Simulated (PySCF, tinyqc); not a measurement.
Inside a calculation. Method: RHF in the sto-3g basis, for H6, spin multiplicity 1. The lowest restricted solution is unstable here: a spin-polarised one lies 0.0901 hartree lower (PySCF). Computed by tinyqc, a small Python program that keeps every step (integrals from PySCF). Settings: charge = 0, multiplicity = 1, basis = sto-3g, energy threshold = 1e-09, iteration cap = 84, orthogonalisation = symmetric, start = core, DIIS depth = 8, DIIS from iteration = 3, method = RHF. Command: `OMP_NUM_THREADS=1 python tinyqc.py 26017 26018 out.jsonl` (the two numbers bound the seeds that draw the settings). One thread of a shared host (Intel(R) Xeon(R) Processor @ 2.60GHz), about 0.05 s of CPU time with the checks. Later iterations appear only in the table of the cycle.

## One-electron integrals

Geometry (angstrom):
```
atom         x         y         z
H     0.000000  0.000000  0.000000
H     0.000000  0.000000  1.379000
H     0.000000  0.000000  2.875000
H     0.000000  0.000000  4.254000
H     0.000000  0.000000  5.751000
H     0.000000  0.000000  7.130000
```

Basis sto-3g: exponents (1/bohr^2) and contraction coefficients of normalised primitives:
```
element  l (shell)  exponent  coefficient
H            s (1)  3.425251     0.154329
H            s (1)  0.623914     0.535328
H            s (1)  0.168855     0.444635
```

Overlap, kinetic and nuclear-attraction integrals over the contracted functions; the nuclear repulsion is the sum of Za Zb / Rab.

nuclear repulsion = 3.22260489 hartree

overlap S, order 1H 1s, 2H 1s, 3H 1s, 4H 1s, 5H 1s, 6H 1s:
```
[[1.000000, 0.304430, 0.023694, 0.000911, 0.000009, 0.000000],
 [0.304430, 1.000000, 0.258260, 0.023694, 0.000662, 0.000009],
 [0.023694, 0.258260, 1.000000, 0.304430, 0.023646, 0.000909],
 [0.000911, 0.023694, 0.304430, 1.000000, 0.257891, 0.023646],
 [0.000009, 0.000662, 0.023646, 0.257891, 1.000000, 0.304430],
 [0.000000, 0.000009, 0.000909, 0.023646, 0.304430, 1.000000]]
```

kinetic energy T (hartree), order 1H 1s, 2H 1s, 3H 1s, 4H 1s, 5H 1s, 6H 1s:
```
[[0.760032, 0.022325, -0.007715, -0.000691, -0.000013, 0.000000],
 [0.022325, 0.760032, 0.009983, -0.007715, -0.000531, -0.000013],
 [-0.007715, 0.009983, 0.760032, 0.022325, -0.007707, -0.000690],
 [-0.000691, -0.007715, 0.022325, 0.760032, 0.009897, -0.007707],
 [-0.000013, -0.000531, -0.007707, 0.009897, 0.760032, 0.022325],
 [0.000000, -0.000013, -0.000690, -0.007707, 0.022325, 0.760032]]
```

nuclear attraction V (hartree), order 1H 1s, 2H 1s, 3H 1s, 4H 1s, 5H 1s, 6H 1s:
```
[[-2.082455, -0.591076, -0.044153, -0.001675, -0.000017, 0.000000],
 [-0.591076, -2.357150, -0.532620, -0.046330, -0.001254, -0.000017],
 [-0.044153, -0.532620, -2.452461, -0.654717, -0.046228, -0.001670],
 [-0.001675, -0.046330, -0.654717, -2.452261, -0.531717, -0.044054],
 [-0.000017, -0.001254, -0.046228, -0.531717, -2.356857, -0.591028],
 [0.000000, -0.000017, -0.001670, -0.044054, -0.591028, -2.082362]]
```

core Hamiltonian H = T + V (hartree), order 1H 1s, 2H 1s, 3H 1s, 4H 1s, 5H 1s, 6H 1s:
```
[[-1.322423, -0.568751, -0.051869, -0.002366, -0.000031, 0.000000],
 [-0.568751, -1.597118, -0.522638, -0.054046, -0.001785, -0.000031],
 [-0.051869, -0.522638, -1.692429, -0.632392, -0.053934, -0.002360],
 [-0.002366, -0.054046, -0.632392, -1.692229, -0.521820, -0.051761],
 [-0.000031, -0.001785, -0.053934, -0.521820, -1.596825, -0.568703],
 [0.000000, -0.000031, -0.002360, -0.051761, -0.568703, -1.322330]]
```

## Two-electron integrals

Functions are numbered as in S; the eight-fold symmetry (ij|kl) = (ji|kl) = (kl|ij) leaves the list below.

Two-electron integrals (ij|kl) in chemists' order, unique and non-zero (hartree):
```
(11|11) 0.774606   (21|11) 0.169049   (21|21) 0.054073   (22|11) 0.372407
(22|21) 0.169049   (22|22) 0.774606   (31|11) 0.008792   (31|21) 0.003339
(31|22) 0.012977   (31|31) 0.000261   (32|11) 0.065521   (32|21) 0.028835
(32|22) 0.138633   (32|31) 0.002852   (32|32) 0.037891   (33|11) 0.184044
(33|21) 0.074913   (33|22) 0.346635   (33|31) 0.008792   (33|32) 0.138633
(33|33) 0.774606   (41|11) 0.000231   (41|21) 0.000097   (41|22) 0.000432
(41|31) 0.000009   (41|32) 0.000117   (41|33) 0.000432   (41|41) 3.76e-07
(42|11) 0.004588   (42|21) 0.001899   (42|22) 0.008792   (42|31) 0.000201
(42|32) 0.002852   (42|33) 0.012977   (42|41) 0.000009   (42|42) 0.000261
(43|11) 0.045527   (43|21) 0.017453   (43|22) 0.074913   (43|31) 0.001899
(43|32) 0.028835   (43|33) 0.169049   (43|41) 0.000097   (43|42) 0.003339
(43|43) 0.054073   (44|11) 0.124395   (44|21) 0.045527   (44|22) 0.184044
(44|31) 0.004588   (44|32) 0.065521   (44|33) 0.372407   (44|41) 0.000231
(44|42) 0.008792   (44|43) 0.169049   (44|44) 0.774606   (51|11) 1.71e-06
(51|21) 6.91e-07   (51|22) 3.11e-06   (51|31) 7.45e-08   (51|32) 1.08e-06
(51|33) 0.000005   (51|42) 1.01e-07   (51|43) 1.30e-06   (51|44) 3.30e-06
(52|11) 0.000099   (52|21) 0.000038   (52|22) 0.000163   (52|31) 4.05e-06
(52|32) 0.000059   (52|33) 0.000320   (52|41) 2.00e-07   (52|42) 0.000007
(52|43) 0.000102   (52|44) 0.000320   (52|52) 1.99e-07   (53|11) 0.002938
(53|21) 0.001079   (53|22) 0.004385   (53|31) 0.000109   (53|32) 0.001568
(53|33) 0.008771   (53|41) 0.000005   (53|42) 0.000192   (53|43) 0.003332
(53|44) 0.012949   (53|51) 7.44e-08   (53|52) 0.000007   (53|53) 0.000260
(54|11) 0.027398   (54|21) 0.009739   (54|22) 0.037976   (54|31) 0.000933
(54|32) 0.012591   (54|33) 0.065413   (54|41) 0.000045   (54|42) 0.001569
(54|43) 0.028787   (54|44) 0.138396   (54|51) 6.02e-07   (54|52) 0.000059
(54|53) 0.002842   (54|54) 0.037774   (55|11) 0.092015   (55|21) 0.031943
(55|22) 0.121038   (55|31) 0.002943   (55|32) 0.038024   (55|33) 0.183980
(55|41) 0.000134   (55|42) 0.004393   (55|43) 0.074878   (55|44) 0.346427
(55|51) 1.71e-06   (55|52) 0.000163   (55|53) 0.008771   (55|54) 0.138396
(55|55) 0.774606   (61|11) 6.47e-09   (61|22) 1.05e-08   (61|33) 2.12e-08
(61|43) 6.78e-09   (61|44) 2.12e-08   (61|55) 1.05e-08   (62|11) 1.16e-06
(62|21) 4.23e-07   (62|22) 1.71e-06   (62|31) 4.26e-08   (62|32) 6.03e-07
(62|33) 3.30e-06   (62|42) 7.45e-08   (62|43) 1.30e-06   (62|44) 0.000005
(62|53) 1.01e-07   (62|54) 1.07e-06   (62|55) 3.11e-06   (63|11) 0.000097
(63|21) 0.000034   (63|22) 0.000134   (63|31) 3.29e-06   (63|32) 0.000044
(63|33) 0.000230   (63|41) 1.57e-07   (63|42) 0.000005   (63|43) 0.000096
(63|44) 0.000431   (63|52) 2.00e-07   (63|53) 0.000009   (63|54) 0.000117
(63|55) 0.000431   (63|63) 3.74e-07   (64|11) 0.002214   (64|21) 0.000771
(64|22) 0.002938   (64|31) 0.000072   (64|32) 0.000932   (64|33) 0.004577
(64|41) 3.29e-06   (64|42) 0.000109   (64|43) 0.001895   (64|44) 0.008771
(64|51) 4.25e-08   (64|52) 4.04e-06   (64|53) 0.000200   (64|54) 0.002842
(64|55) 0.012949   (64|62) 7.44e-08   (64|63) 0.000009   (64|64) 0.000260
(65|11) 0.025069   (65|21) 0.008576   (65|22) 0.031943   (65|31) 0.000773
(65|32) 0.009752   (65|33) 0.045514   (65|41) 0.000034   (65|42) 0.001081
(65|43) 0.017446   (65|44) 0.074878   (65|51) 4.23e-07   (65|52) 0.000038
(65|53) 0.001895   (65|54) 0.028787   (65|55) 0.169049   (65|62) 6.91e-07
(65|63) 0.000096   (65|64) 0.003332   (65|65) 0.054073   (66|11) 0.074218
(66|21) 0.025069   (66|22) 0.092015   (66|31) 0.002218   (66|32) 0.027435
(66|33) 0.124366   (66|41) 0.000097   (66|42) 0.002943   (66|43) 0.045514
(66|44) 0.183980   (66|51) 1.16e-06   (66|52) 0.000099   (66|53) 0.004577
(66|54) 0.065413   (66|55) 0.372407   (66|61) 6.47e-09   (66|62) 1.71e-06
(66|63) 0.000230   (66|64) 0.008771   (66|65) 0.169049   (66|66) 0.774606
```

## Orthogonalisation

S = U s U^T; symmetric (Loewdin) form X = U s^(-1/2) U^T, so that X^T S X = 1.

eigenvalues of S: [0.523041, 0.640250, 0.815110, 1.123154, 1.356757, 1.541689]

X, order 1H 1s, 2H 1s, 3H 1s, 4H 1s, 5H 1s, 6H 1s:
```
[[1.038255, -0.166819, 0.021174, -0.003356, 0.000470, -0.000079],
 [-0.166819, 1.067307, -0.146665, 0.021891, -0.002904, 0.000470],
 [0.021174, -0.146665, 1.068314, -0.172083, 0.021867, -0.003354],
 [-0.003356, 0.021891, -0.172083, 1.068228, -0.146439, 0.021150],
 [0.000470, -0.002904, 0.021867, -0.146439, 1.067218, -0.166806],
 [-0.000079, 0.000470, -0.003354, 0.021150, -0.166806, 1.038252]]
```

## Starting guess

The start is the orbitals of the core Hamiltonian; D = 2 C_occ C_occ^T.

D at the start, order 1H 1s, 2H 1s, 3H 1s, 4H 1s, 5H 1s, 6H 1s:
```
[[0.112045, 0.366744, -0.025336, -0.185743, 0.162622, 0.071052],
 [0.366744, 1.309490, 0.249697, -0.549317, 0.292703, 0.162541],
 [-0.025336, 0.249697, 1.107402, 0.479716, -0.548996, -0.185703],
 [-0.185743, -0.549317, 0.479716, 1.107418, 0.249802, -0.025120],
 [0.162622, 0.292703, -0.548996, 0.249802, 1.309556, 0.366964],
 [0.071052, 0.162541, -0.185703, -0.025120, 0.366964, 0.112132]]
```

## Iteration 1: building the Fock matrix

J_ij = sum D_kl (ij|kl), K_ij = sum D_kl (ik|jl); F = H + J - 0.5 K; E = tr D H + tr D J / 2 - 0.25 tr D K + E_nn.

Coulomb J (hartree), order 1H 1s, 2H 1s, 3H 1s, 4H 1s, 5H 1s, 6H 1s:
```
[[1.268440, 0.496789, 0.043267, 0.001766, 0.000019, 0.000000],
 [0.496789, 2.104693, 0.543946, 0.049300, 0.001357, 0.000019],
 [0.043267, 0.543946, 2.327461, 0.679511, 0.049192, 0.001761],
 [0.001766, 0.049300, 0.679511, 2.327252, 0.543061, 0.043175],
 [0.000019, 0.001357, 0.049192, 0.543061, 2.104438, 0.496763],
 [0.000000, 0.000019, 0.001761, 0.043175, 0.496763, 1.268452]]
```

exchange K (hartree), order 1H 1s, 2H 1s, 3H 1s, 4H 1s, 5H 1s, 6H 1s:
```
[[0.282923, 0.406610, 0.072343, -0.028952, 0.016229, 0.014320],
 [0.406610, 1.246833, 0.423111, 0.002994, 0.013293, 0.016216],
 [0.072343, 0.423111, 1.161273, 0.534190, 0.002947, -0.028920],
 [-0.028952, 0.002994, 0.534190, 1.161094, 0.422514, 0.072281],
 [0.016229, 0.013293, 0.002947, 0.422514, 1.246778, 0.406727],
 [0.014320, 0.016216, -0.028920, 0.072281, 0.406727, 0.283071]]
```

Fock matrix F (hartree), order 1H 1s, 2H 1s, 3H 1s, 4H 1s, 5H 1s, 6H 1s:
```
[[-0.195444, -0.275268, -0.044773, 0.013876, -0.008126, -0.007160],
 [-0.275268, -0.115842, -0.190247, -0.006243, -0.007074, -0.008120],
 [-0.044773, -0.190247, 0.054396, -0.219976, -0.006216, 0.013862],
 [0.013876, -0.006243, -0.219976, 0.054476, -0.190016, -0.044727],
 [-0.008126, -0.007074, -0.006216, -0.190016, -0.115776, -0.275303],
 [-0.007160, -0.008120, 0.013862, -0.044727, -0.275303, -0.195413]]
```

total energy of this density = -2.32726038 hartree

## Iteration 1: diagonalisation and new density

Diagonalise F' = X^T F X, C = X C', fill 3 alpha and 3 beta electrons from the bottom; D = 2 C_occ C_occ^T. Each column has its largest component positive (the first on a tie).

F' = X^T F X (hartree):
```
[[-0.119231, -0.260198, 0.020643, 0.008935, -0.007392, -0.004687],
 [-0.260198, 0.020252, -0.225118, 0.063474, -0.016418, -0.007386],
 [0.020643, -0.225118, 0.201883, -0.292618, 0.063413, 0.008925],
 [0.008935, 0.063474, -0.292618, 0.201800, -0.224826, 0.020604],
 [-0.007392, -0.016418, 0.063413, -0.224826, 0.020181, -0.260229],
 [-0.004687, -0.007386, 0.008925, 0.020604, -0.260229, -0.119189]]
```

orbital energies (hartree): [-0.360521, -0.339035, -0.124657, 0.101204, 0.274302, 0.654402]

coefficients C, order 1H 1s, 2H 1s, 3H 1s, 4H 1s, 5H 1s, 6H 1s:
```
[[0.437729, -0.458319, -0.353327, 0.552285, -0.486585, 0.194869],
 [0.379159, -0.382960, 0.051186, -0.472099, 0.664509, -0.481126],
 [0.149593, -0.124168, 0.538046, -0.315129, -0.312402, 0.818026],
 [0.149271, 0.124269, 0.537987, 0.315755, -0.312785, -0.817566],
 [0.378480, 0.383643, 0.051043, 0.471910, 0.665031, 0.480323],
 [0.436989, 0.459213, -0.352736, -0.552213, -0.487032, -0.194559]]
```

D after iteration 1, order 1H 1s, 2H 1s, 3H 1s, 4H 1s, 5H 1s, 6H 1s:
```
[[1.053007, 0.646802, -0.135433, -0.363401, -0.056388, 0.210896],
 [0.646802, 0.586079, 0.263623, 0.073090, -0.001606, -0.056454],
 [-0.135433, 0.263623, 0.654578, 0.592723, 0.072890, -0.362874],
 [-0.363401, 0.073090, 0.592723, 0.654310, 0.263263, -0.134943],
 [-0.056388, -0.001606, 0.072890, 0.263263, 0.586069, 0.647122],
 [0.210896, -0.056454, -0.362874, -0.134943, 0.647122, 1.052517]]
```

## Iteration 2: building the Fock matrix

As before.

Coulomb J (hartree), order 1H 1s, 2H 1s, 3H 1s, 4H 1s, 5H 1s, 6H 1s:
```
[[1.719783, 0.522313, 0.039192, 0.001480, 0.000015, 0.000000],
 [0.522313, 1.800356, 0.445236, 0.040019, 0.001100, 0.000015],
 [0.039192, 0.445236, 1.849209, 0.544324, 0.039929, 0.001475],
 [0.001480, 0.040019, 0.544324, 1.848824, 0.444451, 0.039101],
 [0.000015, 0.001100, 0.039929, 0.444451, 1.799878, 0.522194],
 [0.000000, 0.000015, 0.001475, 0.039101, 0.522194, 1.719381]]
```

exchange K (hartree), order 1H 1s, 2H 1s, 3H 1s, 4H 1s, 5H 1s, 6H 1s:
```
[[1.065447, 0.555156, 0.058033, -0.035915, -0.009082, 0.011354],
 [0.555156, 0.823152, 0.319762, 0.087742, 0.008407, -0.009087],
 [0.058033, 0.319762, 0.845521, 0.505733, 0.087566, -0.035855],
 [-0.035915, 0.087742, 0.505733, 0.845035, 0.319149, 0.057990],
 [-0.009082, 0.008407, 0.087566, 0.319149, 0.822941, 0.555219],
 [0.011354, -0.009087, -0.035855, 0.057990, 0.555219, 1.065182]]
```

Fock matrix F (hartree), order 1H 1s, 2H 1s, 3H 1s, 4H 1s, 5H 1s, 6H 1s:
```
[[-0.135363, -0.324017, -0.041692, 0.017071, 0.004526, -0.005677],
 [-0.324017, -0.208339, -0.237283, -0.057898, -0.004888, 0.004528],
 [-0.041692, -0.237283, -0.265980, -0.340935, -0.057789, 0.017043],
 [0.017071, -0.057898, -0.340935, -0.265922, -0.236944, -0.041655],
 [0.004526, -0.004888, -0.057789, -0.236944, -0.208418, -0.324118],
 [-0.005677, 0.004528, 0.017043, -0.041655, -0.324118, -0.135539]]
```

total energy of this density = -2.78741429 hartree

## Iteration 2: diagonalisation and new density

As before.

F' = X^T F X (hartree):
```
[[-0.039885, -0.310887, 0.030844, 0.016509, 0.004001, -0.007034],
 [-0.310887, -0.059940, -0.212831, 0.014291, -0.004472, 0.004005],
 [0.030844, -0.212831, -0.120288, -0.303896, 0.014294, 0.016474],
 [0.016509, 0.014291, -0.303896, -0.120393, -0.212486, 0.030778],
 [0.004001, -0.004472, 0.014294, -0.212486, -0.060178, -0.310921],
 [-0.007034, 0.004005, 0.016474, 0.030778, -0.310921, -0.040049]]
```

orbital energies (hartree): [-0.532457, -0.402600, -0.296940, 0.084934, 0.293627, 0.412703]

coefficients C, order 1H 1s, 2H 1s, 3H 1s, 4H 1s, 5H 1s, 6H 1s:
```
[[0.127421, -0.370756, 0.452608, 0.489477, -0.575606, 0.420477],
 [0.281572, -0.452654, 0.334960, -0.195879, 0.629091, -0.598725],
 [0.482161, -0.160445, -0.357264, -0.587030, -0.221005, 0.643466],
 [0.482026, 0.159929, -0.357940, 0.587159, -0.222674, -0.642431],
 [0.281345, 0.453529, 0.334057, 0.195943, 0.630941, 0.596484],
 [0.127458, 0.371787, 0.451771, -0.489118, -0.577095, -0.418817]]
```

D after iteration 2, order 1H 1s, 2H 1s, 3H 1s, 4H 1s, 5H 1s, 6H 1s:
```
[[0.717101, 0.710616, -0.081554, -0.319762, 0.037795, 0.165748],
 [0.710616, 0.792753, 0.177440, -0.113126, -0.028355, 0.037846],
 [-0.081554, 0.177440, 0.771719, 0.669266, -0.112918, -0.319194],
 [-0.319762, -0.113126, 0.669266, 0.772094, 0.177152, -0.081618],
 [0.037795, -0.028355, -0.112918, 0.177152, 0.792875, 0.710786],
 [0.165748, 0.037846, -0.319194, -0.081618, 0.710786, 0.717136]]
```

## Iteration 8 (converged): orbitals

converged F (hartree), order 1H 1s, 2H 1s, 3H 1s, 4H 1s, 5H 1s, 6H 1s:
```
[[-0.157645, -0.336354, -0.044854, 0.014237, 0.001745, -0.004691],
 [-0.336354, -0.189424, -0.207193, -0.043620, -0.000566, 0.001744],
 [-0.044854, -0.207193, -0.189666, -0.331574, -0.043543, 0.014212],
 [0.014237, -0.043620, -0.331574, -0.189575, -0.206877, -0.044778],
 [0.001745, -0.000566, -0.043543, -0.206877, -0.189332, -0.336370],
 [-0.004691, 0.001744, 0.014212, -0.044778, -0.336370, -0.157645]]
```

As before.

F' = X^T F X (hartree):
```
[[-0.059389, -0.322892, 0.026327, 0.012191, 0.000810, -0.005075],
 [-0.322892, -0.041914, -0.195245, 0.027424, -0.002102, 0.000811],
 [0.026327, -0.195245, -0.042296, -0.322765, 0.027395, 0.012161],
 [0.012191, 0.027424, -0.322765, -0.042353, -0.194939, 0.026298],
 [0.000810, -0.002102, 0.027395, -0.194939, -0.041968, -0.322898],
 [-0.005075, 0.000811, 0.012161, 0.026298, -0.322898, -0.059387]]
```

orbital energies (hartree): [-0.474857, -0.403803, -0.299845, 0.129205, 0.301106, 0.460888]

coefficients C, order 1H 1s, 2H 1s, 3H 1s, 4H 1s, 5H 1s, 6H 1s:
```
[[0.218712, -0.401385, -0.424206, 0.514518, -0.570004, 0.357397],
 [0.317825, -0.440359, -0.281229, -0.301188, 0.638474, -0.562663],
 [0.419779, -0.118850, 0.434605, -0.507719, -0.210516, 0.715569],
 [0.419458, 0.119314, 0.434851, 0.508023, -0.211091, -0.714970],
 [0.317018, 0.441158, -0.280942, 0.300930, 0.639447, 0.561436],
 [0.218161, 0.402113, -0.423778, -0.514051, -0.570896, -0.356656]]
```

D after iteration 8, order 1H 1s, 2H 1s, 3H 1s, 4H 1s, 5H 1s, 6H 1s:
```
[[0.777792, 0.731129, -0.089693, -0.281233, 0.022877, 0.132162],
 [0.731129, 0.748037, 0.127060, -0.083038, -0.029005, 0.022883],
 [-0.089693, 0.127060, 0.758443, 0.701775, -0.082906, -0.280775],
 [-0.281233, -0.083038, 0.701775, 0.758552, 0.126887, -0.089587],
 [0.022877, -0.029005, -0.082906, 0.126887, 0.748098, 0.731227],
 [0.132162, 0.022883, -0.280775, -0.089587, 0.731227, 0.777754]]
```

## Convergence

Stop when the energy changes by less than 1e-09 hartree and every element of the error matrix X^T (F D S - S D F) X is below 9e-06.

Course of the cycle:
```
iteration  E (hartree)     change  largest element of the error matrix
1          -2.32726038          -                             3.59e-01
2          -2.78741429  -4.60e-01                             1.47e-01
3          -2.84606655  -5.87e-02                             4.02e-02
4          -2.85068067  -4.61e-03                             9.34e-03
5          -2.85107776  -3.97e-04                             3.59e-03
6          -2.85114876  -7.10e-05                             8.77e-05
7          -2.85114878  -1.97e-08                             4.95e-06
8          -2.85114878  -1.23e-10                             2.45e-07
```

PySCF RHF in the same basis = -2.85114878 hartree

Converged in 8 iterations.

## Populations, bond orders and dipole

Mulliken: Z minus the diagonal of D S on the atom; Loewdin: the same with S^(1/2) D S^(1/2); Mayer order: 2 sum_s sum (D(s) S)_ij (D(s) S)_ji over the two atoms.

Charges (e):
```
atom   Mulliken    Loewdin
1H     0.002012  -0.000142
2H    -0.001442   0.000667
3H    -0.000558  -0.000508
4H    -0.000574  -0.000536
5H    -0.001449   0.000655
6H     0.002012  -0.000136
```

Mayer bond orders:
```
pair      order
2-1    0.902255
3-1   -0.001056
3-2    0.097290
4-1    0.081402
4-2   -0.001008
4-3    0.823636
5-1   -0.000135
5-2    0.001596
5-3   -0.001006
5-4    0.097024
6-1    0.017530
6-2   -0.000135
6-3    0.081136
6-4   -0.001055
6-5    0.902519
```

dipole moment about the origin, x y z (debye): [0.000000, 0.000000, -0.000121]
